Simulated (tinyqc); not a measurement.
Silicon n-p-n transistor, Gummel numbers and transit times: one step of the calculation.

One-dimensional n-p-n transistor in the forward active mode at low injection. In the base p(x) = NB exp(-eta x/wb) and ni(x)^2 = ni^2 exp((g0 + g1 x/wb)/Vt); electrons leave the base at vsat; band spikes at the emitter junction and recombination inside the emitter are ignored.

Problem. Base Gummel number and transit time. f(x) = p(x) ni^2/ni(x)^2; I(x) = integral from x to wb of f/Dn, plus f(wb)/vsat; base Gummel number GB = I(0); electron density per unit flux n/(J/q) = I/f; base transit time tauB = integral of I/f over the base. Trapezoid rule on 9 equal steps.

Parameters, values chosen for the exercise; band and dielectric values close to those of silicon:
```
symbol,value,unit,meaning
T,300,K,temperature
vsat,1.01e7,cm/s,saturation velocity
wb,140,nm,neutral base width
NB,7.3e17,cm^-3,base doping at the emitter edge
eta,0,,doping falls as exp(-eta x/wb)
g0,0,eV,gap reduction at the emitter edge of the base
g1,0,eV,further gap reduction across the base (linear)
Dn,11,cm^2/s,electron diffusion coefficient in the base
```

Constants: q = 1.602176634e-19 C, kB = 1.380649e-23 J/K, Vt = kB T/q. Results are converted to the units shown.

Wanted: x; f; I; I/f; GB; tauB.

Solution.

x, point 0 to 9 (nm): [0.0, 15.6, 31.1, 46.7, 62.2, 77.8, 93.3, 108.9, 124.4, 140.0]
f, point 0 to 9 (cm^-3): [7.300e17, 7.300e17, 7.300e17, 7.300e17, 7.300e17, 7.300e17, 7.300e17, 7.300e17, 7.300e17, 7.300e17]
I, point 0 to 9 (s/cm^4): [1.001e12, 8.981e11, 7.949e11, 6.917e11, 5.884e11, 4.852e11, 3.820e11, 2.787e11, 1.755e11, 7.228e10]
I/f, point 0 to 9 (s/cm): [1.372e-6, 1.230e-6, 1.089e-6, 9.475e-7, 8.061e-7, 6.647e-7, 5.233e-7, 3.818e-7, 2.404e-7, 9.901e-8]
GB = 1.001e12 s/cm^4
tauB = 10.30 ps

Range of the model: Heavy doping makes emitter or base degenerate; gE and g0 are to be read as apparent gap changes that include this.

Computed by the program tinyqc: `OMP_NUM_THREADS=1 python tinyqc.py 2320141 2320142 out.jsonl`, one thread of a shared Intel Xeon 2.30GHz, about 0.01 s for the whole run.
